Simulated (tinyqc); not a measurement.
Conductance of a narrow metal strip with scatterers (square lattice, Green functions), step by step. Values are carried at full precision from step to step, so a last printed digit may differ when a step is redone from the rounded ones.

A strip of W sites across with hard walls, site energy 0 and hopping -t. Mode n = 1 to W has profile chi_n(j) = sqrt(2/(W + 1)) sin(n j pi/(W + 1)) and energy en = -2t cos(n pi/(W + 1)); E = en - 2t cos(kn a). With z_n = exp(i kn a) (Im k > 0 for closed modes, |z| < 1) each lead gives the self-energy -t z_n in mode n. One column carries the site energies v, here a notch at the edge (a site raised out of reach). In the mode basis V_nm = sum_j chi_n(j) v_j chi_m(j), G = (E - en + 2 t z_n - V)^-1, and t_nm = 2t sqrt(sin(kn a) sin(km a)) G_nm in size for open modes. T = sum |t_nm|^2, conductance (2e^2/h) T.

Constants: e^2/h = 3.874045865e-05 S.

Parameters, chosen for this exercise (hopping and spacing of the size met in Cu or Al; the lattice is a model; not measured data):
```
symbol  value       unit      meaning
t       1.87        eV        hopping
a       2.86        angstrom  spacing
W       3                     sites across
E       0.72        eV        Fermi energy
v       (50, 0, 0)  eV        site energies in the scattering column
```

## Modes at the Fermi energy

For each n: en, cos(kn a) = (en - E)/(2t), z_n and the velocity 2 t a sin(kn a) (zero if closed).

Modes:
```
n  en (eV)  cos(k a)                  z  dE/dk (eV angstrom)
1  -2.6446  -0.89962  -0.89962+0.43667i               4.6708
2   0.0000  -0.19251  -0.19251+0.98129i              10.4963
3   2.6446   0.51459   0.51459+0.85743i               9.1715
```

3 of 3 modes are open, so the clean strip has a resistance of 4302 ohm, whatever its length.

## The scatterer in the mode basis

Form V_nm.

V (eV), lower triangle:
```
         n=1      n=2      n=3
n=1  12.5000
n=2  17.6777  25.0000
n=3  12.5000  17.6777  12.5000
```

A single site couples every mode that has amplitude on it.

## Green function and transmission

E - en + 2 t z_n = 2t (z_n - cos(kn a)). Invert, form |t_nm|^2 = (2t)^2 Im(z_n) Im(z_m) |G_nm|^2 and sum. The added resistance is 1/(2 (e^2/h) T) less the same for the clean strip.

G (1/eV):
```
                 n=1              n=2              n=3
n=1  -0.0139-0.3579i  -0.0087+0.1601i  -0.0071+0.1296i
n=2  -0.0087+0.1601i  -0.0055-0.1717i  -0.0044+0.0816i
n=3  -0.0071+0.1296i  -0.0044+0.0816i  -0.0036-0.2458i
```

|t_nm|^2, lower triangle:
```
        n=1     n=2     n=3
n=1  0.3421
n=2  0.1541  0.3975
n=3  0.0882  0.0785  0.6217
```

T = 2.0030
added resistance = 2142 ohm

Mode 1 passes least (0.584) and mode 3 most (0.788); 32.0 % of the transmitted flux changes mode.

## Checks

- Transmitted plus reflected flux against the number of open modes: both 3.00000.

Program tinyqc; command `OMP_NUM_THREADS=1 python tinyqc.py 1481403 1481404 out.jsonl`; about 0.01 s on one thread of a shared Intel(R) Xeon(R) Processor @ 2.30GHz.
